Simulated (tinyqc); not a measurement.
Length offset and series resistance from crossing lines.

Inverse problem. R_total = Rs + k (L - dL)/Vo with constant Rs, dL and k. Find k, dL and Rs.

R_total at (L, Vo) = (40, 0.42), (120, 0.42), (40, 0.91) and (120, 0.91), L in nm and Vo in V (ohm um): [296.92857, 658.83333, 207.04396, 374.07692]

Solution. At each overdrive R is a straight line in L with slope k/Vo; the two lines cross at L = dL, R = Rs.

k = 1.90 ohm um V/nm
dL = 3.10 nm
Rs = 130 ohm um

Computed by the program tinyqc: `OMP_NUM_THREADS=1 python tinyqc.py 2282291 2282292 out.jsonl`, one thread of a shared Intel Xeon 2.30GHz, about 0.03 s for the whole run.
